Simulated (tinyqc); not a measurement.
Inside a calculation. Model: ion implantation: universal nuclear stopping, Lindhard-Scharff electronic stopping and a Gaussian range profile. Computed by tinyqc, a small Python program that keeps every step. Command: `OMP_NUM_THREADS=1 python tinyqc.py 3000159 3000160 out.jsonl implant walk`. One thread of a shared host (Intel(R) Xeon(R) Processor @ 2.30GHz), about 0.09 s of CPU time with the checks. Intermediate numbers are printed to about 5 digits and carried at full precision; extremes and crossings named in words are read from the listed rows.

An ion slows by elastic collisions with screened nuclei and by friction with electrons; channelling is ignored and the target is uniform.

Inputs (values chosen for the exercise, modelled on carbon ions in silicon):
```
quantity                                 value    unit
ion atomic number Z1                         6       -
ion mass M1                                 12       u
target atomic number Z2                     14       -
target mass M2                           28.09       u
target density N                         49.94  1/nm^3
ion energy E                               2.6     keV
scale factor of electronic stopping k      1.4       -
dose Q                                   1e+15  1/cm^2
background C_B                         4.6e+16  1/cm^3
displacement energy E_d                     15      eV
anneal budget D t                      6.3e-11    cm^2
```

Follow-up: anneal.

## Stopping at the entry energy

Reduced energy eps = 32.53 M2 E/(Z1 Z2 (M1 + M2)(Z1^0.23 + Z2^0.23)), E in keV; s_n = ln(1 + 1.1383 eps)/(2 (eps + 0.01321 eps^0.21226 + 0.19593 eps^0.5)) for eps up to 30 and ln(eps)/(2 eps) above; S_n = 8.462 Z1 Z2 M1 s_n/((M1 + M2)(Z1^0.23 + Z2^0.23)) in 1e-15 eV cm^2. S_e = k 3.83 Z1^(7/6) Z2/(Z1^(2/3) + Z2^(2/3))^(3/2) sqrt(E/M1) in 1e-15 eV cm^2, E in keV. dE/dx = N (S_n + S_e); 1e-15 eV cm^2 = 0.1 eV nm^2.

reduced energy eps = 0.21092

s_n = 0.34663

S_n = 22.049 x 1e-15 eV cm^2

S_e = 10.277 x 1e-15 eV cm^2

energy loss dE/dx = 161.43 eV/nm

Nuclear stopping carries 68 % of the loss at entry.

## Range and straggle

Path length R = int_0^E dE'/(N (S_n + S_e)); energy lost to nuclei nu = int_0^E S_n/(S_n + S_e) dE' (both with E' = E y^3 and 64 Gauss-Legendre points in y). Estimates of Lindhard type: R_p = R/(1 + M2/(3 M1)), straggle dR_p = (2/3) R_p sqrt(M1 M2)/(M1 + M2).

path length R = 23.431 nm

projected range R_p = 13.161 nm

straggle dR_p = 4.0182 nm

energy lost to nuclei nu = 1.9327 keV

74 % of the energy goes to nuclei over the whole path.

## Gaussian profile

C(x) = C_p exp(-(x - R_p)^2/(2 dR_p^2)) with C_p = Q/(sqrt(2 pi) dR_p), 1 nm = 1e-7 cm; the profile falls to the background at x_j = R_p + dR_p sqrt(2 ln(C_p/C_B)); the peak atomic fraction is C_p/N.

peak concentration C_p = 9.9283e+20 1/cm^3

Depth x_j where C falls to C_B = 31.113 nm

peak atomic fraction = 0.019880

## Damage

Kinchin-Pease count with efficiency 0.8: N_d = 0.8 nu/(2 E_d), taking all of nu as damage energy (an upper estimate, as recoils also lose energy to electrons). Spread over a depth R_p + dR_p, displacements per atom = Q N_d/(N (R_p + dR_p)).

displacements per ion N_d = 51.538

displacements per atom = 0.60072

One displacement per atom would need a dose of 1.7e15 per cm^2 if no defects annealed. Caution: above a few tenths of a displacement per atom cascades overlap, so the count overstates new damage; heavy ions turn silicon and germanium amorphous at such levels, while light ions such as boron and metal targets anneal much of the damage.

## Anneal

Far from the surface a Gaussian stays Gaussian: sigma^2 = dR_p^2 + 2 D t; peak Q/(sqrt(2 pi) sigma); x_j = R_p + sigma sqrt(2 ln(peak/C_B)).

width sigma = 112.32 nm

peak after the anneal = 3.5518e+19 1/cm^3

x_j after the anneal = 422.76 nm

x_j moves by 392 nm. Caution: the width is no longer small against R_p, so the surface reflects or loses dopant and the free Gaussian is only a guide.

## Nuclear against electronic stopping over energy

The formulas are those given above.

Stopping (1e-15 eV cm^2) and range:
```
E (keV)         eps     S_n     S_e  R (nm)     nu/E
1        8.1122e-02  19.416    6.37    12.6  0.78904
2        1.6224e-01  21.548    9.01    19.6  0.75834
5        4.0561e-01  22.304   14.25    37.3  0.69569
10       8.1122e-01  20.796   20.15    63.0  0.62554
20       1.6224e+00  17.637   28.50   108.9  0.53238
50       4.0561e+00  12.283   45.07   224.9  0.38302
100      8.1122e+00   8.511   63.74   379.4  0.27023
200      1.6224e+01   5.542   90.14   618.0  0.17593
500      4.0561e+01   2.903  142.52  1116.6  0.09030
```

Nuclear stopping peaks near 5 keV among these rows (eps = 0.41; the universal curve peaks near 0.3). Electronic stopping overtakes it between 10 and 20 keV. The path length grows as E^0.64 at the low end and E^0.65 at the high end; constant stopping would give E^1, and stopping that rises with E, be it nuclear (below its peak) or electronic, gives a lower exponent.

Checks made by the program: range against adaptive quadrature (relative difference 3e-06).
